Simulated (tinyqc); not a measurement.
Inside a calculation. Model: MOSFET in the linear regime without short-channel effects, parameter extraction from computed curves.

Numbers from tinyqc (`OMP_NUM_THREADS=1 python tinyqc.py 2210083 2210084 out.jsonl`; about 0.01 s on one thread of a shared Intel Xeon 2.30GHz). Printed values are rounded.

Inversion charge Q = Cox n Vt W0(exp((Vg - VT)/(n Vt))), W0 the Lambert function and n = nf; u = Q/Cox; mobility mu = mu0/(1 + th1 u + th2 u^2); channel resistance Rch = (L - dL)/(W mu Q); Id = Vd/(Rch + Rsd/W). Cox = eps0 eox/tox. Small Vd, no channel-length or drain effects.

Parameters, values chosen for the exercise; channel values of the order met in silicon transistors:
```
symbol  value        unit                                                                 meaning
T         200           K                                                             temperature
eox      25.3              relative permittivity of the gate insulator (close to zirconium oxide)
tox       9.6          nm                                                     insulator thickness
mu0       470  cm^2/(V s)                                                      low-field mobility
th1      0.39         1/V                                       first mobility attenuation factor
th2      0.22       1/V^2                                      second mobility attenuation factor
VT       0.27           V                                                       threshold voltage
nf       1.14                                                                         body factor
W           1          um                                                              gate width
L        0.72          um                                                       drawn gate length
dL      0.003          um                                             drawn less effective length
Rsd        87      ohm um                                            source plus drain resistance
Vd      0.025           V                                                           drain voltage
```

Constants: q = 1.602176634e-19 C, kB = 1.380649e-23 J/K, Vt = kB T/q, eps0 = 8.8541878128e-14 F/cm where lengths are in cm. Results are converted to the units shown.

## Transfer curve

Vg, point 0 to 10 (V): -0.03  0.12  0.27  0.42  0.57  0.72  0.87  1.02  1.17  1.32  1.47

u, mu, Rch and Id as defined.

```
point       u (V)  mu (cm^2/(V s))   Rch (ohm)     Id (uA)
0      4.59220e-9          470.000  1.42365e11  1.75605e-7
1      9.49411e-6          469.998   6.88606e7  3.63052e-4
2       0.0111430          467.954     58927.5    0.423625
3        0.115242          448.531     5944.54     4.14488
4        0.250024          422.942     2905.74     8.35354
5        0.391228          396.206     1982.31     12.0813
6        0.535076          369.594     1553.75     15.2369
7        0.680356          343.775     1313.74     17.8477
8        0.826532          319.154     1164.82     19.9708
9        0.973320          295.967     1066.65     21.6704
10        1.12055          274.331     999.570     23.0082
```

## Threshold and mobility at the peak transconductance

gm_i = (Id_(i+1) - Id_(i-1))/(Vg_(i+1) - Vg_(i-1)); at the point j of largest gm the tangent meets the axis at V_ext = Vg_j - Id_j/gm_j; field-effect mobility gm_j L/(W Cox Vd) with the drawn L.

gm, point 1 to 9 (uS): 1.41208  13.8150  26.4330  26.4549  22.9446  19.2211  15.7797  12.7424  10.1244
j = 4
V_ext = 0.254235 V
field-effect mobility = 326.513 cm^2/(V s)

V_ext is 16 mV below the model VT, and the mobility so found is 31 % below mu0 L/(L - dL) = 472 cm^2/(V s), the value for the drawn L; attenuation, series resistance and the slow approach of Q to a straight line all lower the peak gm.

## The Y function

Y_i = Id_i/sqrt(gm_i). For Id = beta Vd x/(1 + th x), x = Vg - VT, Y = sqrt(beta Vd) x whatever th. Slope s from points 6 and 9; VT_Y = Vg - Y/s at point 9; beta = s^2/Vd; mobility beta L/(W Cox) with the drawn L; th* = (beta Vd x/Id - 1)/x at point 9.

Y, point 1 to 9 (uA^0.5 V^0.5): 3.05519e-4  0.113974  0.806191  1.62412  2.52217  3.47543  4.49295  5.59463  6.81053
s = 7.41133 uA^0.5 V^-0.5
VT_Y = 0.401065 V
beta = 2197.11 uA/V^2
mobility from Y = 677.933 cm^2/(V s)
th* = 1.44648 1/V

The mobility from Y is 44 % above mu0 L/(L - dL) = 472 cm^2/(V s), which it should reach in deep inversion when th2 = 0. th* compares with th1 + mu0 Cox Rsd/(L - dL) = 0.523 1/V, since series resistance enters like th1. The match is poor here: at these overdrives Q is not yet a straight line in Vg and th2 bends Y.
